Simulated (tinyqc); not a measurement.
From results back to parameters: Lorentz oscillators and the Kramers-Kronig relations. Two cases, with inputs chosen for the exercise.

Problem. At normal incidence from vacuum the amplitude r = (1 - N)/(1 + N) with N = n + i k is written r = -sqrt(R) exp(i theta). R and the phase theta are given.

Find: n; k; eps1; eps2.

Method. N = (1 - r)/(1 + r) = (1 + sqrt(R) exp(i theta))/(1 - sqrt(R) exp(i theta)); eps = N^2.

Case 1.

R = 0.106544
theta = 0.019482 rad

Solution.

n = 1.969
k = 0.028
eps1 = 3.87
eps2 = 0.11

Case 2.

R = 0.265589
theta = 0.016718 rad

Solution.

n = 3.125
k = 0.073
eps1 = 9.76
eps2 = 0.46

Computed by tinyqc, one run a case: `OMP_NUM_THREADS=1 python tinyqc.py N N+1 out.jsonl` with N = 1682724, 1682729; one thread of a shared Intel(R) Xeon(R) Processor @ 2.30GHz, about 0.2 s a run at most.
